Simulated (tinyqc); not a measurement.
The basis set: RHF and MP2 along a ladder of basis sets, for HeH+, spin multiplicity 1. Computed by the program tinyqc with PySCF. Same geometry throughout; the dipole is taken about the origin.

Geometry (angstrom):
```
atom,x,y,z
He,0.0000,0.0000,0.0000
H,0.0000,0.0000,0.7440
```

RHF and frozen-core MP2 in a ladder of bases:
```
basis,functions,E(RHF) (hartree),E(MP2 corr) (hartree),HOMO (eV),LUMO (eV),dipole (debye)
sto-3g,2,-2.83491,-0.00731,-45.081,-4.064,2.705
3-21g,4,-2.88658,-0.01794,-44.931,-6.514,2.533
6-31g**,10,-2.92431,-0.02867,-45.072,-6.566,2.412
cc-pvdz,10,-2.92265,-0.02915,-45.047,-6.574,2.347
aug-cc-pvdz,18,-2.92336,-0.02964,-45.049,-7.059,2.374
cc-pvtz,28,-2.93180,-0.03600,-45.113,-6.911,2.385
```

Estimate the missing row, basis = 6-31g.

Computed row:
```
basis  functions  E(RHF) (hartree)  E(MP2 corr) (hartree)  HOMO (eV)  LUMO (eV)  dipole (debye)
6-31g          4          -2.90954               -0.01683    -45.032     -6.780           2.507
```

From cc-pVDZ to cc-pVTZ the RHF energy falls by 9.1 mhartree and the correlation energy by 6.9. If valence correlation converges as X^-3, (27 E(T) - 8 E(D))/19 gives -0.0389 hartree, a rough estimate from such small X that usually falls short; STO-3G holds about 19 % of it. Beyond STO-3G the LUMO moves by 0.5 eV and the HOMO by 0.2 eV.
